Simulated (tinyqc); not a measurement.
Grain-boundary diffusion: Harrison regimes, Fisher and Le Claire analysis, Hart average: one step, computed by the program tinyqc. Command: `OMP_NUM_THREADS=1 python tinyqc.py 3015933 3015934 out.jsonl gbdiff walk`. One thread of a shared host (Intel(R) Xeon(R) Processor @ 2.30GHz), about 0.01 s of CPU time with the checks.

A boundary is a slab of width delta with diffusivity D_b, normal to a surface held at constant concentration; it leaks into grains of diffusivity D.

Problem. Regime. l = sqrt(D t); P = s delta D_b; alpha = s delta/(2 l); beta = P/(2 D l). Regime A if l > 3 d, C if alpha > 1, B if alpha < 0.1, l < d/4 and beta > 10, otherwise a transition.

Inputs (values chosen for the exercise, for a model polycrystal): boundary width delta = 0.67 nm; segregation factor s = 1; grain size d = 3.7 um; temperature T = 732 K; time t = 24000 s.

D = 4.078208e-20 m^2/s

triple product P = 1.954475e-22 m^3/s

Give: lattice diffusion length l; alpha; beta; regime.

Solution.

lattice diffusion length l = 0.03129 um

alpha = 0.01071

beta = 76593

Regime: B

Boundaries are isolated and lose material sideways, so only the product P can be measured.
